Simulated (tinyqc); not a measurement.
# MOS capacitor on a p-type substrate, surface potential from the exact charge relation: effect of the temperature on threshold and swing

Uniform p-type substrate, Boltzmann statistics, full ionisation, classical densities. psi is the surface potential against the body (positive when the bands bend down) and u = psi/Vt. Traps are spread evenly over the gap and neutral at flat band, so their charge is -q Dit psi; the minority quasi-Fermi level is shifted by Vb.

Nc and Nv are given at 450 K and scale as (T/450 K)^1.5; Eg is held fixed. ni = sqrt(Nc Nv) exp(-Eg/(2 Vt)), Eg in volts; phiF = Vt ln(N/ni); Cox = eps0 eox/tox; Vfb = phiM - chi - (Eg - Vt ln(Nv/N)) - q Nf/Cox; VT = Vfb + [(2 phiF + Vb)(1 + q Dit/Cox) + sqrt(2 eps0 eps_r q N (2 phiF + Vb))/Cox]. gamma = sqrt(2 eps0 eps_r q N)/Cox; Wm = sqrt(2 eps0 eps_r (2 phiF + Vb)/(q N)); m = 1 + (eps0 eps_r/Wm + q Dit)/Cox; swing m Vt ln 10; Cmin/Cox = 1/(1 + Cox Wm/(eps0 eps_r)).

Inputs (values chosen for the exercise); band and dielectric values close to those of silicon:
- Eg = 1.14 eV (band gap)
- eps_r = 11.5 (relative permittivity)
- Nc = 5.13e19 cm^-3 (conduction-band density of states at the reference temperature)
- Nv = 4.81e19 cm^-3 (valence-band density of states at the reference temperature)
- chi = 3.97 eV (electron affinity)
- N = 5e18 cm^-3 (acceptor density of the substrate)
- eox = 21.9 (relative permittivity of the gate insulator (close to hafnium oxide))
- tox = 14 nm (insulator thickness)
- phiM = 4.46 eV (gate work function)
- Nf = 1.5e11 cm^-2 (fixed charge at the interface, in units of q)
- Dit = 4.4e12 cm^-2 eV^-1 (density of interface traps)
- Vb = 0 V (reverse bias of the inversion layer against the body)

Constants: q = 1.602176634e-19 C, kB = 1.380649e-23 J/K, Vt = kB T/q, eps0 = 8.8541878128e-14 F/cm where lengths are in cm. Results are converted to the units shown.

The same in every row: gamma (V^0.5) = 0.92218.

Result of one run:

| Vfb (V) | 2 phiF (V) | VT (V) | Wm (nm) | m | swing (mV/decade) | Cmin/Cox |
|---|---|---|---|---|---|---|
| -0.61903 | 1.0416 | 1.8938 | 16.272 | 1.9608 | 124.50 | 0.31120 |

Which temperature T gave this result: 200, 240, 320, 360 or 400 K?

T = 320 K.

The whole series:

| T (K) | Vfb (V) | 2 phiF (V) | VT (V) | Wm (nm) | m | swing (mV/decade) | Cmin/Cox |
|---|---|---|---|---|---|---|---|
| 200 | -0.64930 | 1.1028 | 1.9832 | 16.743 | 1.9481 | 77.307 | 0.30511 |
| 240 | -0.64003 | 1.0840 | 1.9559 | 16.600 | 1.9518 | 92.949 | 0.30693 |
| 280 | -0.62990 | 1.0635 | 1.9260 | 16.443 | 1.9561 | 108.68 | 0.30896 |
| 320 | -0.61903 | 1.0416 | 1.8938 | 16.272 | 1.9608 | 124.50 | 0.31120 |
| 360 | -0.60751 | 1.0183 | 1.8597 | 16.089 | 1.9659 | 140.43 | 0.31362 |
| 400 | -0.59541 | 0.99389 | 1.8237 | 15.895 | 1.9715 | 156.47 | 0.31624 |
| 440 | -0.58279 | 0.96844 | 1.7861 | 15.690 | 1.9775 | 172.65 | 0.31905 |

As T goes from 200 to 440, VT falls from 1.98 to 1.79 V, the swing rises from 77.3 to 173 mV/decade and Cmin/Cox rises from 0.305 to 0.319. Of the change of VT by -0.197 V, 0.0665 V comes from Vfb and -0.264 V from the band bending and the charge it takes. VT changes by -0.821 mV/K on average.

Program tinyqc, `OMP_NUM_THREADS=1 python tinyqc.py 2060074 2060075 out.jsonl`; Intel Xeon 2.30GHz, shared host, one thread, about 0.01 s.
